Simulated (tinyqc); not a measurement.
## Thin-film transistor with exponential tail and deep states, accumulation layer: transfer curve

An undoped film in accumulation, thicker than the space-charge layer. With band bending psi the Fermi level lies E0 - psi below the band edge. Free electrons n = n0 exp(psi/Vt) carry the current; electrons in two exponential distributions of traps, a = a0 exp(psi/Va) and d = d0 exp(psi/Vp), do not. Linear regime, ohmic contacts, traps in equilibrium.

Va = kB Tt/q, Vp = kB Td/q; n0 = Nc exp(-E0/Vt), a0 = Nt th(T/Tt) exp(-E0/Va), d0 = Nd th(T/Td) exp(-E0/Vp), th(x) = pi x/sin(pi x). G(psi) = sum over the three kinds of c0 [V (exp(psi/V) - 1) - psi], field F = sqrt(2 q G/(eps0 eps_r)); Vg = psi + eps0 eps_r F/Ci at the surface. Total charge Q = Ci (Vg - psi_s); free charge Qf = q times the integral of n0 (exp(psi/Vt) - 1)/F over psi from 0 to psi_s; I = (W/L) mb Qf Vd; effective mobility mb Qf/Q. The last column is d ln I/d ln Vg.

Values chosen for this exercise; values close to those of an organic semiconductor:

| symbol | value | unit | meaning |
|---|---|---|---|
| T | 290 | K | temperature |
| eps_r | 3.2 |  | relative permittivity of the semiconductor |
| Nc | 1.2e20 | cm^-3 | density of extended states |
| mb | 3.6 | cm^2/(V s) | band mobility |
| Nt | 1.1e20 | cm^-3 | total density of tail states |
| Tt | 430 | K | characteristic temperature of the tail |
| Nd | 3e17 | cm^-3 | total density of deep states |
| Td | 1240 | K | characteristic temperature of the deep states |
| E0 | 0.64 | eV | bulk Fermi level below the band edge |
| Ci | 12 | nF/cm^2 | gate capacitance |
| WL | 5 |  | ratio W/L |
| Vd | 0.2 | V | drain voltage |

Constants: q = 1.602176634e-19 C, kB = 1.380649e-23 J/K, Vt = kB T/q, eps0 = 8.8541878128e-14 F/cm where lengths are in cm. Results are converted to the units shown.

Result of one run:

| E0 - psi_s (eV) | Q (nC/cm^2) | free share (%) | effective mobility (cm^2/(V s)) | I (nA) | exponent |
|---|---|---|---|---|---|
| 0.3376 | 14.37 | 0.1156 | 0.004161 | 0.05980 | 3.741 |

Which gate voltage above flat band Vg gave this result: 0.56, 0.91, 1.5, 6.5 or 17 V?

Vg = 1.5 V.

The whole series:

| Vg (V) | E0 - psi_s (eV) | Q (nC/cm^2) | free share (%) | effective mobility (cm^2/(V s)) | I (nA) | exponent |
|---|---|---|---|---|---|---|
| 0.56 | 0.4686 | 4.663 | 0.005913 | 2.129e-4 | 9.925e-4 | 3.909 |
| 0.91 | 0.4027 | 8.073 | 0.02654 | 9.554e-4 | 0.007713 | 4.347 |
| 1.5 | 0.3376 | 14.37 | 0.1156 | 0.004161 | 0.05980 | 3.741 |
| 2.4 | 0.2855 | 24.55 | 0.3308 | 0.01191 | 0.2923 | 3.044 |
| 4 | 0.2370 | 43.16 | 0.7775 | 0.02799 | 1.208 | 2.556 |
| 6.5 | 0.1955 | 72.67 | 1.489 | 0.05359 | 3.894 | 2.288 |
| 11 | 0.1534 | 126.2 | 2.718 | 0.09785 | 12.34 | 2.112 |
| 17 | 0.1201 | 197.8 | 4.252 | 0.1531 | 30.28 | 2.014 |
| 28 | 0.08319 | 329.3 | 6.816 | 0.2454 | 80.81 | 1.924 |

The current rises from 9.92e-4 to 80.8 nA and the free share rises from 0.00591 to 6.82 %; the exponent goes from 3.91 through a maximum of 4.35 (at Vg = 0.91 V among the rows listed) to 1.92. If one kind of trap held all the charge, I would go as Q^(2 Tx/T - 1): 7.55 for the deep states, 1.97 for the tail and 1 for free electrons alone. For Vg = 17 to 28 V the th form, which assumes a Fermi level far below the edge, overcounts the filled tail at the surface by more than 15 %.

tinyqc, about 0.02 s, one thread, Intel Xeon 2.30GHz (shared host): `OMP_NUM_THREADS=1 python tinyqc.py 2610067 2610068 out.jsonl`
